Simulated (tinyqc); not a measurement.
Raman shift of the zone-centre optical phonon of a diamond-structure crystal under stress: one step, computed by the program tinyqc. Command: `OMP_NUM_THREADS=1 python tinyqc.py 3001512 3001513 out.jsonl ramanstress walk`. One thread of a shared host (Intel(R) Xeon(R) Processor @ 2.30GHz), about 0.01 s of CPU time with the checks.

Axes x, y, z are the cube axes. Strain shifts the threefold optical mode and can split it; p, q and r are the phonon deformation potentials.

Task: The line seen from a (001) surface. Backscattering from a (001) surface: incident polarisation (cos phi, sin phi, 0). With Raman tensors (R_z)_xy = (R_z)_yx = 1 and cyclic, only the z component u_z of a mode counts: I = u_z^2 sin^2(2 phi) for parallel and u_z^2 cos^2(2 phi) for crossed polarisers. An unresolved line sits at the intensity-weighted shift, which is M_zz/(2 omega_0).

Inputs (values chosen for the exercise, modelled on germanium): stress sigma (tension positive) = 0.73 GPa; polarisation angle phi = 45 degree.

Stress state: biaxial. Axis: [111].

M/(2 omega_0) (1/cm):
```
           x          y          z
x  -1.708506   0.623031   0.623031
y   0.623031  -1.708506   0.623031
z   0.623031   0.623031  -1.708506
```

Give: total intensity, parallel; total intensity, crossed; shift of the observed line; shift per stress; stress per shift.

Result:

total intensity, parallel = 1

total intensity, crossed = 0

shift of the observed line = -1.709 1/cm

shift per stress = -2.340 1/(cm GPa)

stress per shift = -427.3 MPa cm

Shear mixes z with x and y, so the line is a blend of modes with different shifts. Caution: this stress has components normal to the (001) face, so it cannot reach a free (001) surface; it can act on buried material.
